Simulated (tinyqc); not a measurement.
Dopant redistribution at a moving silicon-oxide interface during parabolic oxidation. From concentration in the oxide back to segregation coefficient m = C(silicon)/C(oxide). Computed by tinyqc, a small Python program. Command: `OMP_NUM_THREADS=1 python tinyqc.py 3026793 3026794 out.jsonl segox inv`. One thread of a shared host (Intel(R) Xeon(R) Processor @ 2.30GHz), about 0.01 s of CPU time with the checks.

Uniformly doped silicon is oxidised with x_ox = sqrt(B t); the interface advances into the silicon by alpha x_ox, alpha = 0.44. The dopant does not move in the oxide, and at the interface C(silicon) = m C(oxide).

Inputs (values chosen for the exercise, modelled on antimony in silicon under steam): dopant prefactor D0 = 4.08 cm^2/s; dopant activation energy E = 3.91 eV; oxidation prefactor B0 = 395 um^2/h; oxidation activation energy E_B = 0.776 eV; bulk doping C_B = 1.5e+15 1/cm^3; temperature T = 1050 C; time t = 5.8 h.

Constants: k_B = 8.617333262e-05 eV/K.

Method:
- D = D0 exp(-E/(k_B T)), converted with 1 cm^2/s = 3.6e11 um^2/h; B = B0 exp(-E_B/(k_B T)); s = alpha sqrt(B/(4 D)), the interface advance over 2 sqrt(D t).
- Temperatures in kelvin are T(C) + 273.15.
- With the dopant diffusivity D and s = alpha x_ox/(2 sqrt(D t)), in the silicon C = C_B + (C_s - C_B) erfc(y/(2 sqrt(D t)))/erfc(s), y from the original surface. Dopant balance at the interface gives C_s/C_B = 1/[1 + (1/(m alpha) - 1) g], g = sqrt(pi) s exp(s^2) erfc(s).

Task: A run gave the result below. Find the segregation coefficient m = C(silicon)/C(oxide), known to lie between 4.7 and 13.

concentration in the oxide = 5.87687e+14 1/cm^3

Result:

Each step takes the trial c = (a f_b - b f_a)/(f_b - f_a), f being the result less the target and a, b, c the logarithms of the listed values; c replaces end b, the old b replaces a if the sign of f changed, and otherwise f_a is halved.

Scan of the range:
```
segregation coefficient m = C(silicon)/C(oxide)  concentration in the oxide (1/cm^3)
4.70                                                                     6.33286e+14
5.57                                                                     6.24230e+14
6.60                                                                     6.13838e+14
7.82                                                                     6.01967e+14
9.26                                                                     5.88534e+14
11.00                                                                    5.73081e+14
13.00                                                                    5.56292e+14
```

False position (Illinois rule, in the logarithm of the input) inside the bracket:
```
step    end a    end b    trial  concentration in the oxide (1/cm^3)
1      9.2600  11.0000  9.34780                          5.87734e+14
2     11.0000   9.3478  9.35271                          5.87690e+14
3     11.0000   9.3527  9.35325                          5.87685e+14
4      9.3527   9.3533  9.35299                          5.87687e+14
```

Concentration in the oxide falls at every point of a 13-point scan of the range (every second point is shown), so one value fits; it is bracketed by 9.26 and 11.0. Answer: segregation coefficient m = C(silicon)/C(oxide) = 9.353.

Caution: parabolic growth needs an oxide much thicker than the Deal-Grove length A, which fails for thin films and low temperatures; oxidation-enhanced or retarded diffusion is ignored.
